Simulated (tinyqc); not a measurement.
# Slope factor and drain-induced lowering from three currents

Inverse problem. With source and body at 0 V, I = A exp((Vg + dd Vd)/(nf Vt)) (1 - exp(-Vd/Vt)). Find nf, the swing nf Vt ln 10 and dd.

Parameters, values chosen for the exercise:
```
symbol  value  unit      meaning
T         300     K  temperature
```

Constants: q = 1.602176634e-19 C, kB = 1.380649e-23 J/K, Vt = kB T/q. Results are converted to the units shown.

currents at (Vg, Vd) = (0, 0.05), (0, 0.9) and (0.06, 0.9) V (nA/um): 4.4932333e-5  0.0079172934  0.056594787

Answer. The pair at equal Vd gives nf; the pair at equal Vg, after dividing out the factors 1 - exp(-Vd/Vt), gives dd.

nf = 1.180
swing = 70.24 mV/decade
dd = 0.1800

Computed by the program tinyqc: `OMP_NUM_THREADS=1 python tinyqc.py 2242232 2242233 out.jsonl`, one thread of a shared Intel Xeon 2.30GHz, about 0.03 s for the whole run.
